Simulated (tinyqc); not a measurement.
## Trapped share and trap depth from dynamic on-resistance

Inverse problem. Traps remove the share ft of the electrons in the drain access (length Ld, sheet resistance Rsh before stress), so Ron grows by Rsh Ld ft/(1 - ft). The recovery time goes as T^(-2) exp(q Ea/(kB T)). Find ft and Ea.

Values chosen for this exercise:
- Ld = 2 um (drain access length)

Constants: q = 1.602176634e-19 C, kB = 1.380649e-23 J/K. Results are converted to the units shown.

Ron before and just after an off-state stress (ohm mm): 1.7688256  1.9434471
Rsh = 261.93229 ohm
recovery times at 320 and 410 K (s): 0.19  0.0015725946

Solution. The rise of Ron over Rsh Ld is ft/(1 - ft); ln(t T^2) is linear in 1/T.

ft = 0.2500
Ea = 0.5400 eV

Program tinyqc, `OMP_NUM_THREADS=1 python tinyqc.py 2570163 2570164 out.jsonl`; Intel Xeon 2.30GHz, shared host, one thread, about 0.03 s.
